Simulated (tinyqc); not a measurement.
Range and order of the fit: effective mass of the split-off band from tabulated energies.

c = hbar^2/2m0.
Constants: hbar^2/2m0 = 3.80998211 eV angstrom^2.

Energies along [110], from the band edge downward:
```
k (1/angstrom)   E (meV)
0.000000         0.00000
0.007200         1.19260
0.014400         4.82020
0.021600        11.03310
0.028800        20.08360
0.036000        32.32300
0.043200        48.18620
0.050400        68.15130
0.057600        92.67040
```

reference mass (curvature of the model at k = 0.0001 1/angstrom) = 0.166188 m0

Least-squares fits of E = a k^2 (+ b k^4 + d k^6) over points 1 to n, and the line y = c k^2/E against E; errors of m against the reference.

Results:
```
n  E at point n (meV)  one term (%)  two terms (%)  three terms (%)  line (%)  rms residual, one term (meV)
3                11.0         -2.76           0.01             0.00     -0.03                         0.047
4                20.1         -4.62           0.02             0.00     -0.09                         0.145
5                32.3         -6.86           0.02             0.02     -0.19                         0.341
6                48.2         -9.39          -0.02             0.05     -0.36                         0.678
7                68.2        -12.11          -0.17             0.13     -0.61                         1.201
8                92.7        -14.93          -0.53             0.29     -0.97                         1.939
```

The error of the parabola goes from -2.76 to -14.93 % as the range widens, and at n = 8 its residual, 1.94 meV, is only 2.1 % of the top energy: a small residual does not vouch for the mass. Over the full range (n = 8) the best form is three terms (0.29 %); the line errs by -0.03 % at n = 3 and -0.97 % at n = 8. Without scatter, a narrower range or a second term is the cure: at n = 8 the errors are -14.93, -0.53 and +0.29 % for one, two and three terms. Three terms on three points interpolate exactly.

Run: tinyqc, `OMP_NUM_THREADS=1 python tinyqc.py 1880430 1880431 out.jsonl`; Intel(R) Xeon(R) Processor @ 2.30GHz, one thread, shared host; about 0.01 s of CPU time with all checks.
